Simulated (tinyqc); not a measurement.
Inside a calculation. Method: Jacobi rotations on a symmetric matrix. Computed by tinyqc, a small Python program that keeps every step. Settings: method = jacobi. Command: `OMP_NUM_THREADS=1 python tinyqc.py 24375 24376 out.jsonl` (the two numbers bound the seeds that draw the settings). One thread of a shared host (Intel(R) Xeon(R) Processor @ 2.60GHz), about 0.01 s of CPU time with the checks.

## Jacobi rotation 1

A, lower triangle:
```
,1,2,3,4,5
1,0.320000
2,0.326000,1.312000
3,0.070000,-0.345000,2.079000
4,-0.154000,-0.094000,0.077000,2.952000
5,0.342000,0.369000,0.555000,-0.990000,3.485000
```

Take the largest off-diagonal element A_pq; tan 2 theta = 2 A_pq / (A_qq - A_pp) with |theta| <= pi/4; A' = J^T A J with J_pp = J_qq = cos, J_pq = sin, J_qp = -sin.

p, q, theta (rad): 4.000000  5.000000  -0.653919

A', lower triangle:
```
,1,2,3,4,5
1,0.320000
2,0.326000,1.312000
3,0.070000,-0.345000,2.079000
4,0.085808,0.149855,0.398723,2.193257
5,0.365126,0.350058,0.393668,0.000000,4.243743
```

## Jacobi rotation 2

As before.

p, q, theta (rad): 3.000000  4.000000  0.714243

A', lower triangle:
```
,1,2,3,4,5
1,0.320000
2,0.326000,1.312000
3,-0.003317,-0.358840,1.733334
4,0.110689,-0.112762,0.000000,2.538923
5,0.365126,0.350058,0.297451,0.257870,4.243743
```

## All rotations

The off-diagonal norm falls at every rotation.

Rotations:
```
step,p,q,theta,off-diagonal norm
1,4,5,-0.653919,1.29e+00
2,3,4,0.714243,1.16e+00
3,1,5,0.092003,1.04e+00
4,2,5,0.124977,8.88e-01
5,2,3,-0.516416,6.93e-01
6,4,5,0.136900,5.95e-01
7,1,2,0.280506,4.91e-01
8,3,5,0.092218,3.75e-01
9,1,3,-0.094428,2.95e-01
10,1,4,0.052038,2.41e-01
11,2,4,-0.080699,1.79e-01
...,...,...,...,...
19,1,3,-0.000903,6.18e-04
20,1,2,0.000410,3.34e-04
21,2,3,-0.000166,2.66e-04
22,1,4,-0.000057,1.87e-04
23,2,5,-0.000040,6.77e-06
24,3,4,-0.000008,1.68e-06
25,1,5,2.76e-07,4.02e-07
26,4,5,-1.46e-07,1.18e-07
27,1,3,3.32e-08,8.40e-08
28,2,4,-3.89e-08,2.97e-08
29,3,5,8.63e-09,7.50e-11
```

eigenvalues: 0.196159  1.093394  1.952615  2.521942  4.383890
